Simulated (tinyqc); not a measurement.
Time-domain thermoreflectance: layered heat flow under a modulated pulse train, and what the signal ratio measures: one step, computed by the program tinyqc.

Pulses repeat at 80 MHz; heat is laid down at the surface, all layers are isotropic, and the film is in perfect contact with the substrate.

Task: Length and time scales. Penetration depth sqrt(kappa/(pi f C)); effusivity sqrt(kappa C); cooling time of the metal d C_m/G; Kapitza length kappa/G.

Inputs (values chosen for the exercise, modelled on aluminium on sapphire): metal thickness d = 100 nm; metal heat capacity = 2.42 MJ/(m^3 K); boundary conductance G under the metal = 270 MW/(m^2 K); substrate conductivity kappa = 32.3 W/(m K); substrate heat capacity C = 3.08 MJ/(m^3 K); modulation frequency f = 1 MHz; spot radius w (1/e^2, pump and probe) = 4.1 micrometre.

Stack: metal, film, substrate.

Give: penetration depth; effusivity; cooling time of the metal; Kapitza length; depth over spot radius.

Result:

penetration depth = 1.827 micrometre

effusivity = 9974 W s^(1/2)/(m^2 K)

cooling time of the metal = 896.3 ps

Kapitza length = 119.6 nm

depth over spot radius = 0.4456

The penetration depth is not small against the spot, so radial spreading in the substrate matters at f.
